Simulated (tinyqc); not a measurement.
Schottky barrier on an n-type semiconductor with a doping step, non-linear Poisson equation by Newton steps: Capacitance-voltage profiling.

One dimension, metal at x = 0, donor density C(x) = N1 for x < x1 and Nd beyond. Energies are counted from the electron Fermi level of the semiconductor and the conduction-band edge is Ec = -psi, so n = Nc exp(psi/Vt); holes follow the Fermi level of the metal, at -V, so p = Nv exp((V - psi - Eg)/Vt). Ends: psi(0) = V - phiB and psi = Vt ln(Nd/Nc) deep inside. Boltzmann statistics, full ionisation, no current, no image force in the Poisson equation.

The Poisson equation d/dx(eps0 eps_r dpsi/dx) = -q (p - n + C) is solved on a mesh of about 1000 nodes or more that ends in neutral material. C_s = q d/dV of the integral of n over x, from the linearised equation. Probed depth w = eps0 eps_r/C_s; apparent doping N_app = C_s^3/(q eps0 eps_r dC_s/dV), the derivative by central differences over +/- 0.02 V.

Values chosen for this exercise; band and dielectric values close to those of indium phosphide:

| symbol | value | unit | meaning |
|---|---|---|---|
| T | 400 | K | temperature |
| Eg | 1.33 | eV | band gap |
| eps_r | 12.6 |  | relative permittivity |
| Nc | 8.73e17 | cm^-3 | conduction-band density of states at T |
| Nv | 1.71e19 | cm^-3 | valence-band density of states at T |
| Nd | 8.4e15 | cm^-3 | donor density deep in the semiconductor |
| phiB | 0.82 | eV | barrier height |
| x1 | 200 | nm | depth of the doping step |
| N1 | 4.2e14 | cm^-3 | donor density above the step |

Constants: q = 1.602176634e-19 C, kB = 1.380649e-23 J/K, Vt = kB T/q, eps0 = 8.8541878128e-14 F/cm where lengths are in cm. Results are converted to the units shown.

The same in every row: true C(w) (cm^-3) = 8.40e15.

Capacitance-voltage profiling:
```
V (V)	C_s (nF/cm^2)	w (nm)	N_app (cm^-3)	|E_0| (kV/cm)
0	29.6	376	8.38e15	22.5
-0.29	25.6	436	8.40e15	29.6
-0.57	23.0	486	8.40e15	35.7
-0.86	20.9	533	8.40e15	41.4
-1.14	19.4	575	8.40e15	46.5
-1.43	18.1	615	8.40e15	51.3
-1.71	17.1	652	8.40e15	55.7
-2	16.2	688	8.40e15	60.1
```

What does the table show?

C_s falls from 29.6 to 16.2 nF/cm^2 while the probed depth goes from 376 to 688 nm. The apparent doping stays near 8.40e15 cm^-3. It departs most from the true doping at that depth for V = 0 V, where it is 0.24 % below it; so the doping is read well over the depths probed. The step lies inside the layer that is depleted at zero bias and is not seen.

Program tinyqc, `OMP_NUM_THREADS=1 python tinyqc.py 2020170 2020171 out.jsonl`; Intel Xeon 2.30GHz, shared host, one thread, about 0.08 s.
